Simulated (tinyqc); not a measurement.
# Short-channel transistor, virtual-source model with series resistance: effect of the velocity at the virtual source on the on and off currents

The current per gate width is the charge at the top of the source barrier (the virtual source) times its velocity times a saturation function; al and be are fitting constants of the model. Units: I in uA/um, Rs in ohm um, so I Rs = 1e-6 I Rs in volts; Q in uC/cm^2, so I = 1e-4 Q vx0 Fsat with vx0 in cm/s.

Intrinsic voltages Vg' = Vgs - I Rs, Vd' = Vds - 2 I Rs. n = n0 + nd Vd', VT = VT0 - dl Vd', Ff = 1/(1 + exp((Vg' - VT + al Vt/2)/(al Vt))), Q = Cinv n Vt ln(1 + exp((Vg' - VT + al Vt Ff)/(n Vt))), Vdsat = (vx0 L/mu)(1 - Ff) + Vt Ff, Fsat = u/(1 + u^be)^(1/be) with u = Vd'/Vdsat, and I = Q vx0 Fsat per width. I is solved self-consistently. Ion is I at Vgs = Vds = 1.2 V, Ioff at Vgs = 0, Vds = 1.2 V, and Rlin = Vds/I at Vgs = 1.2 V, Vds = 0.05 V.

Parameters, values chosen for the exercise:
```
symbol,value,unit,meaning
T,300,K,temperature
Cinv,1.48,uF/cm^2,inversion capacitance
mu,190,cm^2/(V s),apparent mobility
L,20,nm,channel length
VT0,0.433,V,threshold at zero drain voltage
dl,0.195,V/V,drain-induced barrier lowering
n0,1.06,,subthreshold factor
nd,0.2,1/V,growth of n with drain voltage
al,3.5,,threshold shift (in units of Vt) from weak to strong inversion
be,1.4,,sharpness of saturation
Rs,150,ohm um,series resistance of each contact
```

Constants: q = 1.602176634e-19 C, kB = 1.380649e-23 J/K, Vt = kB T/q. Results are converted to the units shown.

Effect of the velocity at the virtual source on the on and off currents:
```
vx0 (cm/s)	Ion (uA/um)	Ioff (nA/um)	log10(Ion/Ioff)	Rlin (ohm um)
5e6	635.5	636.4	2.999	403.9
7.1e6	848.6	901.8	2.974	400.2
1e7	1101	1266	2.939	398.1
1.4e7	1383	1765	2.894	396.8
2e7	1694	2506	2.830	396.0
2.8e7	1966	3479	2.752	395.5
4e7	2197	4905	2.651	395.2
```

What does the comparison show?

As vx0 goes from 5e6 to 4e7 cm/s, Ion rises from 635 to 2200 uA/um, Ioff rises from 636 to 4900 nA/um and Rlin falls from 404 to 395 ohm um. Ion changes by a factor of 3.46 and Ioff by 7.71. For vx0 = 1e7 to 4e7 cm/s the off current passes 1 uA/um, so the device is hardly off at Vgs = 0.

tinyqc, about 0.01 s, one thread, Intel Xeon 2.30GHz (shared host): `OMP_NUM_THREADS=1 python tinyqc.py 2380023 2380024 out.jsonl`
